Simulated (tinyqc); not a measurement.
Pair of shallow donors (hydrogen-like orbitals): one step. Two electrons and exchange. The numbers come from values chosen for the exercise (near those of two donors in Si).

Each donor has the orbital exp(-r/a); energy unit Ha* = q/(eps a), q = e^2/(4 pi eps0), so that a lone donor is bound by Ha*/2; x = R/a. One electron: S = (1 + x + x^2/3) exp(-x), j = 1/x - (1 + 1/x) exp(-2x), k = (1 + x) exp(-x); levels E(+/-) = -1/2 - (j +/- k)/(1 +/- S) in Ha*, without the repulsion of the ions, split by D = |E(-) - E(+)|. In six valleys the overlaps S and k are multiplied by v = [cos(K Rx) + cos(K Ry) + cos(K Rz)]/3, K = k0 (2 pi/a_lat), for isotropic envelopes and the symmetric valley state.

Two electrons, Heitler-London: with S' = (1 - x + x^2/3) exp(x), C = 1/x - exp(-2x)(1/x + 11/8 + 3x/4 + x^2/6), X = (1/5){exp(-2x)(25/8 - 23x/4 - 3x^2 - x^3/3) + (6/x)[S^2 (0.5772157 + ln x) + S'^2 Ei(-4x) - 2 S S' Ei(-2x)]}, Q = C - 2j + 1/x and A = X - 2 S k + S^2/x, the singlet and triplet lie at (Q +/- w A)/(1 +/- w S^2) from two lone donors, with the valley weight w = v^2; the exchange is J = triplet - singlet.

Ha* = 67.25349 meV
x = 4.894554
v = -0.126121

Task: Give C, X, Q, A and J.

Give: C, X, Q, A; J.

Result:

C, X, Q, A (Ha*): 0.2038  0.004344  -0.0003831  -0.002623

J = 5.60 micro-eV

A swap of the two spins takes pi hbar/J = 0.369 ns (hbar = 6.58212e-16 eV s). Against the one-electron splitting D = 0.389 meV, J/D = 0.014: exchange needs both electrons to tunnel and falls as exp(-2x), D as exp(-x).

Computed by tinyqc, a small Python program: `OMP_NUM_THREADS=1 python tinyqc.py 1251078 1251079 out.jsonl` (the numbers bound the seed that draws the inputs); one thread of a shared host (Intel(R) Xeon(R) Processor @ 2.30GHz), about 0.01 s for the whole set of steps.
